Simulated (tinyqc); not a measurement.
Worked calculation: one-electron ion in a basis of Gaussians. Computed by tinyqc, a small Python program that keeps every step. Settings: Z = 6, l = 1. Command: `OMP_NUM_THREADS=1 python tinyqc.py 25716 25717 out.jsonl` (the two numbers bound the seeds that draw the settings). One thread of a shared host (Intel(R) Xeon(R) Processor @ 2.60GHz), about 0.01 s of CPU time with the checks.

## Matrices over normalised Gaussians

exponents of r^l exp(-a r^2) (1/bohr^2): 0.647000  2.504000  9.689000

Z = 6

l = 1

With p = a_i + a_j and I(k) = Gamma((k+1)/2) / (2 p^((k+1)/2)): S = I(2l+2), T = (2l+3) a_i a_j S / p, V = -Z I(2l+1), each divided by sqrt(S_ii S_jj).

S:
```
          1         2         3
1  1.000000  0.586648  0.163370
2  0.586648  1.000000  0.586733
3  0.163370  0.586733  1.000000
```

T (hartree):
```
          1         2          3
1  1.617500  1.508125   0.495420
2  1.508125  6.260000   5.837311
3  0.495420  5.837311  24.222500
```

V (hartree):
```
           1           2           3
1  -5.134311   -4.700202   -2.370632
2  -4.700202  -10.100601   -9.247205
3  -2.370632   -9.247205  -19.868703
```

## Generalised eigenproblem

H = T + V (hartree):
```
           1          2          3
1  -3.516811  -3.192076  -1.875212
2  -3.192076  -3.840601  -3.409894
3  -1.875212  -3.409894   4.353797
```

Solve H C = S C e through S^(-1/2); each column has its largest component positive (the first on a tie).

eigenvalues of S: 0.247969  0.836630  1.915401

eigenvalues (hartree): -4.470636  -1.279269  12.328367

coefficients:
```
          1          2          3
1  0.481576   1.116207   0.415206
2  0.577559  -0.944083  -1.106589
3  0.113975  -0.115525   1.274420
```

For Z = 6 and l = 1 the exact lowest level is -Z^2/(2 n^2) with n = l + 1: -4.500000 hartree.
